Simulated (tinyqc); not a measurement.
# Single-band model of a thermoelectric material, step by step

A worked calculation. Computed by tinyqc, a small Python program that keeps every step. Command: `OMP_NUM_THREADS=1 python tinyqc.py 3012416 3012417 out.jsonl thermo walk`. One thread of a shared host (Intel(R) Xeon(R) Processor @ 2.30GHz), about 0.01 s of CPU time with the checks. Intermediate numbers are printed to about 5 digits and carried at full precision; extremes and crossings named in words are read from the listed rows.

One spherical band, one scattering law, no minority carriers and no phonon drag. In a real material minority carriers limit |S| to about E_g/(2 e T), so larger values are formal. eta = E_F/(k_B T) is counted from the band edge; f = 1/(1 + exp(x - eta)).

Inputs (values chosen for the exercise, modelled on n-type PbSe):

| quantity | value | unit |
|---|---|---|
| density-of-states mass m | 0.25 | m_0 |
| mobility parameter mu_300 | 1200 | cm^2/(V s) |
| temperature exponent p | 1.5 | - |
| lattice thermal conductivity kappa_L | 1.1 | W/(m K) |
| carrier density n | 5.2e+19 | 1/cm^3 |
| temperature T | 660 | K |

Band: parabolic. Scattering: acoustic phonons, r = -0.5.

Constants: m_0 = 9.1093837015e-31 kg; k_B = 1.380649e-23 J/K; hbar = 1.054571817e-34 J s; k_B = 8.617333262e-05 eV/K; e = 1.602176634e-19 C.

## Fermi level

With x = E/(k_B T), a = alpha k_B T (0 for a parabolic band), G = x (1 + a x), D = 1 + 2 a x and <y> = int y f (1 - f) dx, f = 1/(1 + exp(x - eta)): tau = tau_0 G^r/D; transport function s = G^(3/2 + r)/D^2; n = N_0 <G^(3/2)> with N_0 = (2 m k_B T)^(3/2)/(3 pi^2 hbar^3). Integrals over x = E/(k_B T) use 160 Gauss-Legendre points in u = sqrt(x) from 0 to sqrt(max(eta, 0) + 32). Solve for eta.

N_0 = 7.6998e+18 1/cm^3

reduced Fermi level eta = 3.3106

## Transport integrals

The formulas are those given above.

<s> = 3.3464

<x s> = 14.178

<x^2 s> = 69.176

<G^(3/2)> = 6.7534

<G^(3/2 + 2r)/D^4> = 1.7391

## Coefficients

sigma = e mu_0 N_0 <s> with mu_0 = e tau_0/m = mu_300 (T/300 K)^(-p); |S| = (k_B/e)(<x s>/<s> - eta); Lorenz number L = (k_B/e)^2 (<x^2 s>/<s> - (<x s>/<s>)^2); kappa_e = L sigma T; zT = S^2 sigma T/(kappa_L + kappa_e). Hall factor r_H = <G^(3/2)> <G^(3/2 + 2r)/D^4>/<s>^2; drift mobility sigma/(n e) with n = N_0 <G^(3/2)>; power factor S^2 sigma.

conductivity sigma = 1518.2 S/cm

Seebeck coefficient |S| = 79.798 microvolt/K

Lorenz number L = 2.0219 1e-8 V^2/K^2

drift mobility = 182.22 cm^2/(V s)

Hall factor r_H = 1.0488

power factor = 9.6673 microwatt/(cm K^2)

kappa_e = 2.0259 W/(m K)

zT = 0.20411

L is 83 % of the degenerate value pi^2/3 (k_B/e)^2 = 2.443; the classical limit for this r is (r + 5/2)(k_B/e)^2 = 1.485. The charge carriers transport 65 % of the heat.

## Limiting formulas for the Seebeck coefficient

Classical: |S| = (k_B/e)[r + 5/2 - ln(n/N_c)], N_c = (3 sqrt(pi)/4) N_0. Degenerate (Mott): |S| = (pi^2/3)(k_B/e)(r + 3/2)/eta_F, eta_F = (n/N_0)^(2/3).

Seebeck coefficients:

| formula | \|S\| (microvolt/K) | deviation (%) |
|---|---|---|
| full integral | 79.798 | 0.000 |
| classical | 32.283 | -59.544 |
| degenerate | 79.348 | -0.564 |

At eta = 3.31 the degenerate formula is the closer one, off by 0.56 %; the other is out of its range.

## Best doping

Quality factor B = (k_B/e)^2 e mu_0 N_0 T/kappa_L; zT and the power factor are maximised over eta between -8 and 30.

quality factor B = 0.20213

eta of the largest zT = -0.21771

density of the largest zT = 6.5739e+18 1/cm^3

largest zT = 0.60893

|S| at the largest zT = 218.20 microvolt/K

eta of the largest power factor = 0.66812

density of the largest power factor = 1.2889e+19 1/cm^3

largest power factor = 13.679 microwatt/(cm K^2)

The sample is overdoped by a factor 7.91 and reaches 34 % of the best zT. zT peaks at a density 1.96 times lower than the power factor, because kappa_e grows with n.

## Against the Fermi level

The formulas are those given above.

The same material at other dopings:

| eta | n (1/cm^3) | \|S\| (microvolt/K) | sigma (S/cm) | power factor (microwatt/(cm K^2)) | zT |
|---|---|---|---|---|---|
| -4 | 1.8627e+17 | 517.82 | 8.2340e+00 | 2.208 | 0.13151 |
| -3 | 5.0087e+17 | 432.97 | 2.2042e+01 | 4.132 | 0.24313 |
| -2 | 1.3235e+18 | 350.24 | 5.7583e+01 | 7.064 | 0.40282 |
| -1 | 3.3552e+18 | 272.49 | 1.4212e+02 | 10.552 | 0.55950 |
| 0 | 7.8318e+18 | 204.50 | 3.1446e+02 | 13.151 | 0.60495 |
| 1 | 1.6128e+19 | 150.88 | 5.9578e+02 | 13.562 | 0.50355 |
| 2 | 2.8903e+19 | 112.39 | 9.6492e+02 | 12.188 | 0.35249 |
| 4 | 6.6650e+19 | 68.22 | 1.8229e+03 | 8.483 | 0.15466 |
| 6 | 1.1716e+20 | 46.95 | 2.7231e+03 | 6.002 | 0.07723 |
| 10 | 2.4652e+20 | 28.35 | 4.5367e+03 | 3.645 | 0.02942 |

|S| falls and sigma rises with eta, so their product S^2 sigma peaks: among these rows at eta = 1, and zT at eta = 0, where |S| = 205 microvolt/K. zT stays above 90 % of its best row from n = 3.4e18 to 7.8e18 per cm^3.

Checks made by the program: |S| against (k_B/e)[(r + 5/2) F_(r+3/2)/((r + 3/2) F_(r+1/2)) - eta] by adaptive quadrature (relative difference below 1e-10).
